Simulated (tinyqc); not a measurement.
Changing the residual resistivity rho_0: Bloch-Grueneisen resistivity of a metal. Computed by tinyqc, a small Python program. Command: `OMP_NUM_THREADS=1 python tinyqc.py 3014054 3014055 out.jsonl bg sweep`. One thread of a shared host (Intel(R) Xeon(R) Processor @ 2.30GHz), about 0.01 s of CPU time with the checks.

Electrons scatter from a Debye spectrum of phonons (n = 5 for scattering within one band, n = 3 for scattering into a second, heavy band) and from static defects.

Inputs (values chosen for the exercise, modelled on cobalt):

| quantity | value | unit |
|---|---|---|
| exponent n | 5 | - |
| Debye temperature Theta | 385 | K |
| transport coupling lambda_tr | 0.2 | - |
| Drude plasma energy hbar w_p | 6.2 | eV |
| temperature T | 40 | K |
| coefficient A of T^2 | 4.1 | picoohm cm/K^2 |

Addition: T^2 term.

Constants: k_B = 1.380649e-23 J/K; hbar = 1.054571817e-34 J s; eps_0 = 8.8541878128e-12 F/m; hbar = 6.582119569e-16 eV s; k_B = 8.617333262e-05 eV/K.

Method:
- J_n(y) = int_0^y x^n e^x/(e^x - 1)^2 dx, by 96 Gauss-Legendre points (upper limit at most 60).
- rho_ph = (n - 1) rho_1 (T/Theta)^n J_n(Theta/T), with rho_1 = 2 pi lambda_tr k_B Theta/(hbar eps_0 w_p^2), the high-temperature line at T = Theta.
- rho = rho_0 + A T^2 + rho_ph.
- Temperature coefficient (1/rho) d rho/dT by a central difference of +/- 0.5 K; residual ratio rho(295 K)/rho(4.2 K); scattering time tau = 1/(eps_0 w_p^2 rho); Wiedemann-Franz kappa = L_0 T/rho, L_0 = (pi^2/3)(k_B/e)^2.

One run for each value:

| residual resistivity rho_0 (microohm cm) | temperature coefficient (1e-3/K) | residual resistance ratio | resistivity rho (microohm cm) |
|---|---|---|---|
| 0.002 | 1.0145e+02 | 2.8884e+03 | 5.3267e-02 |
| 0.0073 | 9.2274e+01 | 8.1281e+02 | 5.8567e-02 |
| 0.026 | 6.9942e+01 | 2.3056e+02 | 7.7267e-02 |
| 0.095 | 3.6948e+01 | 6.3956e+01 | 1.4627e-01 |
| 0.35 | 1.3468e+01 | 1.8098e+01 | 4.0127e-01 |
| 1.3 | 3.9994e+00 | 5.6039e+00 | 1.3513e+00 |
| 4.6 | 1.1619e+00 | 2.3012e+00 | 4.6513e+00 |
| 60 | 8.9993e-02 | 1.0998e+00 | 6.0051e+01 |

Give the missing row, residual resistivity rho_0 (microohm cm) = 17.

Computed row; columns: (1) residual resistivity rho_0 (microohm cm); (2) temperature coefficient (1e-3/K); (3) residual resistance ratio; (4) resistivity rho (microohm cm):
```
(1)         (2)         (3)         (4)
17   3.1694e-01  1.3521e+00  1.7051e+01
```

Interpolating between the two neighbouring rows (the first column on a logarithmic scale, the others too where they are positive) misses most in residual resistance ratio, by 17 %. Over the rows, temperature coefficient (1e-3/K) falls from 101 to 0.0900 (exponent d ln y / d ln x -0.073 between the first rows and -1.00 between the last); residual resistance ratio falls from 2890 to 1.10 (exponent d ln y / d ln x -0.98 between the first rows and -0.16 between the last); resistivity rho (microohm cm) rises from 0.0533 to 60.1 (exponent d ln y / d ln x 0.073 between the first rows and 1.00 between the last). At the low end the exponent of residual resistance ratio is -0.98, close to -1: a clean metal, where the ratio is rho(295 K)/rho_0. The product rho times the coefficient, d rho/dT, stays at 5.40 nanoohm cm/K: Matthiessen's rule keeps it fixed.

Caution (rows 0.00200, 0.00730, 0.0260): below about Theta/2 small-angle phonon scattering degrades heat flow more than charge flow, so a thermal conductivity taken from rho by the Wiedemann-Franz law would be too high.
